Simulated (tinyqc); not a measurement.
Worked calculation: temperature and isotope dependence of a band gap in oscillator models. Values are carried at full precision from step to step, so a last printed digit may differ when a step is redone from the rounded ones.

E(T) = E0 - sum_i sl_i th_i n_i(T), n = 1/(exp(th/T) - 1). The same coupling lowers the gap at 0 K by the zero-point term ZP = sum_i sl_i th_i/2, so the gap of the static lattice is E0 + ZP. Thermal expansion is taken as part of the slopes.

Inputs chosen for the exercise (near those of InP; not measured data):

| symbol | value | unit | meaning |
|---|---|---|---|
| E0 | 1.414 | eV | gap at 0 K |
| th | (130, 338) | K | temperatures of two oscillators |
| sl | (0.1681, 0.2229) | meV/K | their high-temperature slopes |
| T | 500 | K | temperature |
| M | 72.99 | u | mean atomic mass |
| dM | -2.42 | u | change of the mean mass (not bounded by the natural isotopes) |
| T12 | (260, 620) | K | temperatures of the fits |

## The gap at T

Give the occupations, the two terms, the gap, ZP and the static gap.

n_i: 3.36780  1.03520

terms (meV): 73.596  77.992

E(T) = 1.2624 eV
ZP = 48.60 meV
static gap = 1.4626 eV

The thermal fall, 151.6 meV, is larger than the zero-point term, 48.6 meV; the soft oscillator supplies 49 % of the fall but 22 % of ZP. A calculation with clamped ions should be compared with the static gap.

## Slope and asymptote

dE/dT = -sum sl_i (th_i/T)^2 n_i (1 + n_i). At high T, n -> T/th - 1/2, so E -> E0 + ZP - (sum sl_i) T. Give the slope, its ratio to the limit, and the value at 0 K of the tangent drawn at T.

dE/dT = -0.3818 meV/K
ratio to the limiting slope = 0.9764
intercept of the tangent = 1.4533 eV
intercept - E0 = 39.29 meV

The tangent recovers 81 % of ZP: the extrapolation works only from T well above the higher oscillator (338 K).

## Isotope effect

With M -> M + dM the oscillator temperatures scale as M^(-1/2) and the slopes stay. Give th, ZP, E0 (static gap fixed) and E(T) for the new mass, and the linear rule dE0 = ZP dM/(2 M).

th (K): 132.21  343.75

ZP = 49.423 meV
shift of E0 = -0.826 meV
linear rule = -0.806 meV
shift of E(T) = -0.160 meV

The lighter crystal has the narrower gap. At 500 K 19 % of the shift at 0 K is left; it fades at high T, where the motion is classical and the mean-square amplitude no longer depends on mass.

## Two common fits

Two-parameter forms are made to pass through the falls at the two temperatures T12: Varshni aV T^2/(T + bV), from the line T^2/fall = (T + bV)/aV; one oscillator s1 t1/(exp(t1/T) - 1), with t1 from the ratio of the falls.

Give the falls and the parameters.

falls (meV): 61.9110  197.6108

aV = 0.4219 meV/K
bV = 201 K
t1 = 236.0 K
s1 = 0.3879 meV/K
ZP of the one-oscillator fit = 45.8 meV

The limiting slope of the model is 0.3910 meV/K; Varshni puts it +8 % off and one oscillator -1 %. The ZP of the fit differs from the true one by -2.8 meV.

## Checks

- Slope by finite differences against the formula (meV/K): both 0.38176.
- Fall at 20 times the higher oscillator temperature against the asymptote (meV): 2594.9 against 2594.6.

Run: tinyqc, `OMP_NUM_THREADS=1 python tinyqc.py 1850274 1850275 out.jsonl`; Intel(R) Xeon(R) Processor @ 2.30GHz, one thread, shared host; about 0.01 s of CPU time with all checks.
